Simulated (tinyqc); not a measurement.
Electron mobility in a silicon inversion layer, empirical terms and Matthiessen rule: one step of the calculation.

Inversion layer of sheet density Ns on a uniformly doped body, under a high-permittivity gate with an interlayer. The mobility terms are empirical power laws with prefactors chosen for the exercise; adding their inverses (Matthiessen) is itself an approximation.

Question. Inversion density for the measured current. I = (W/L) q Ns mu Vd. E = q (Ndep + eta Ns)/(eps0 eps_r) in MV/cm. With t = T/(300 K): muC = Ac (Ns/1e12 cm^-2) t/(Nb/1e17 cm^-3 + Nit/1e11 cm^-2), muP = Ap E^(-1/3) t^(-1.75), muS = As E^(-gs), muR = Ar exp(2 ti/lr)/t; 1/mu is the sum of the inverses. Ns(new) = I/((W/L) q mu Vd).

Values chosen for this exercise; material values close to those of silicon: temperature T = 300 K; relative permittivity of the semiconductor eps_r = 11.6; body doping Nb = 1.9e17 cm^-3; weight of the inversion charge in the effective field eta = 0.5; phonon-limited mobility at 1 MV/cm and 300 K Ap = 445 cm^2/(V s); roughness-limited mobility at 1 MV/cm As = 992 cm^2/(V s); exponent of the roughness term gs = 2; Coulomb prefactor Ac = 3700 cm^2/(V s); charge at the interface Nit = 1e12 cm^-2; remote-phonon mobility without interlayer Ar = 320 cm^2/(V s); interlayer thickness ti = 0.6 nm; decay length of remote phonons lr = 0.5 nm; ratio W/L WL = 5; drain voltage Vd = 0.05 V; measured linear current I = 2.56 uA.

Constants: q = 1.602176634e-19 C, eps0 = 8.8541878128e-14 F/cm where lengths are in cm. Results are converted to the units shown.

Ns after iteration 1 = 6.9404126e11 cm^-2
Ndep = 1.8754828e12 cm^-2

Wanted: E; mu; Ns after iteration 2.

Answer.

E = 0.34669 MV/cm
mu = 151.12 cm^2/(V s)
Ns after iteration 2 = 4.2294e11 cm^-2

tinyqc, about 0.01 s, one thread, Intel Xeon 2.30GHz (shared host): `OMP_NUM_THREADS=1 python tinyqc.py 2510136 2510137 out.jsonl`
